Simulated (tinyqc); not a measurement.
# Changing the heavy mass M

Model: three-phonon processes in a diatomic chain: dispersion, energy and momentum conservation, and decay channels of optical phonons. Computed by tinyqc, a small Python program. Command: `OMP_NUM_THREADS=1 python tinyqc.py 3120270 3120271 out.jsonl threeph sweep`. One thread of a shared host (Intel(R) Xeon(R) Processor @ 2.30GHz), about 0.01 s of CPU time with the checks.

Cell length a, two atoms, one spring constant. x = q a/pi runs from -1 to 1; A and O are the acoustic and optical branches. Matrix elements are not computed: only conservation laws and occupation factors are followed.

Inputs (values chosen for the exercise, for a model chain): light mass m = 31 u; spring constant k = 3.9 eV/angstrom^2.

Constants: nu for 1 eV/(angstrom^2 u) = 15.6333042 THz.

Method. omega^2 = k (1/m + 1/M) -/+ k sqrt((1/m + 1/M)^2 - 4 sin^2(pi x/2)/(m M)); nu = 15.6333042 THz x sqrt(omega^2) for eV/(angstrom^2 u). Acoustic top sqrt(2 k/M), optical bottom sqrt(2 k/m), optical top sqrt(2 k (1/m + 1/M)).

One run for each value; columns: (1) heavy mass M (u); (2) optical top over twice the acoustic top; (3) optical bottom over twice the acoustic top; (4) optical width over acoustic top; (5) acoustic top (THz):
```
(1)      (2)    (3)     (4)    (5)
32.6   0.716  0.513  0.4069  7.647
40.3   0.758  0.570  0.3764  6.878
49.6   0.806  0.632  0.3475  6.200
62.0   0.866  0.707  0.3178  5.545
77.5   0.935  0.791  0.2897  4.960
89.9   0.987  0.851  0.2719  4.605
108.0  1.059  0.933  0.2510  4.201
140.0  1.174  1.063  0.2235  3.690
186.0  1.323  1.225  0.1963  3.201
```

Describe the trends.

Over the rows, optical top over twice the acoustic top rises from 0.716 to 1.32 (exponent d ln y / d ln x 0.27 between the first rows and 0.42 between the last); optical bottom over twice the acoustic top rises from 0.513 to 1.22 (exponent d ln y / d ln x about 0.50 throughout); optical width over acoustic top falls from 0.407 to 0.196 (exponent d ln y / d ln x -0.37 between the first rows and -0.46 between the last).
